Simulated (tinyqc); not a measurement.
Surface potential of a MOS transistor: implicit equation and explicit approximations: two steps of the calculation.

p-type body, charge-sheet picture, depletion and inversion only, full ionisation (an idealisation for deep acceptors), Boltzmann statistics (rough once Na exp(x - xn) passes about Nc/7). In units of Vt: xg = (Vg - Vfb)/Vt, x = psi/Vt, G = gamma/sqrt(Vt), xn = (2 phiF + Vc)/Vt. The implicit equation is (xg - x)^2 = G^2 [x - 1 + exp(x - xn)] for x above about 3. Cox = eps0 eox/tox.

Inputs (values chosen for the exercise); band and dielectric values close to those of silicon:

| symbol | value | unit | meaning |
|---|---|---|---|
| T | 400 | K | temperature |
| Eg | 1.13 | eV | band gap |
| eps_r | 11.6 |  | relative permittivity |
| Nc | 4.26e19 | cm^-3 | conduction-band density of states at T |
| Nv | 4.14e19 | cm^-3 | valence-band density of states at T |
| eox | 3.9 |  | relative permittivity of the gate insulator (close to silicon dioxide) |
| tox | 1.5 | nm | insulator thickness |
| Na | 3.1e17 | cm^-3 | acceptor density |
| Vfb | -0.36 | V | flat-band voltage |
| Vc | 1 | V | channel-body voltage |
| Vg | 1.27 | V | gate-body voltage |

Constants: q = 1.602176634e-19 C, kB = 1.380649e-23 J/K, Vt = kB T/q, eps0 = 8.8541878128e-14 F/cm where lengths are in cm. Results are converted to the units shown.

Problem 1. Scales. ni = sqrt(Nc Nv) exp(-Eg/(2 Vt)), Eg in volts; phiF = Vt ln(Na/ni); gamma = sqrt(2 q eps0 eps_r Na)/Cox; VT = Vfb + Vt (xn + G sqrt(xn - 1)).

Wanted: phiF; gamma; G; xn; VT; xg.

Solution 1.

phiF = 0.39580 V
gamma = 0.13875 V^0.5
G = 0.74734
xn = 51.977
VT = 1.6155 V
xg = 47.288

Problem 2. Explicit approximation. Depletion value a = 1 + [sqrt(G^2/4 + xg - 1) - G/2]^2; inversion value b = xn + ln[(xg - xn)^2/G^2 - xn + 1] and first guess y = min(a, b) - ln(1 + exp(-|a - b|)) if a > xn + 1, else b = y = a; one second-order correction with D = exp(y - xn), p = 2 (xg - y) + G^2 (1 + D), w = (xg - y)^2 - G^2 (y - 1 + D): z = y + 2 w/(p + sqrt(p^2 - 2 (2 - G^2 D) w)), or the Newton step z = y + w/p where the root is not real.

G = 0.74733597
xn = 51.976558
xg = 47.288411

Give: a; b; y; p; w; z.

Solution 2.

a = 42.475
b = 42.475
y = 42.475
p = 10.184
w = -4.1760e-5
z = 42.475

The root of the implicit equation is x = 42.4755; y misses it by 4.1e-6 and z by 0, in units of Vt.

Computed by the program tinyqc: `OMP_NUM_THREADS=1 python tinyqc.py 2122137 2122138 out.jsonl`, one thread of a shared Intel Xeon 2.30GHz, about 0.01 s for the whole run.
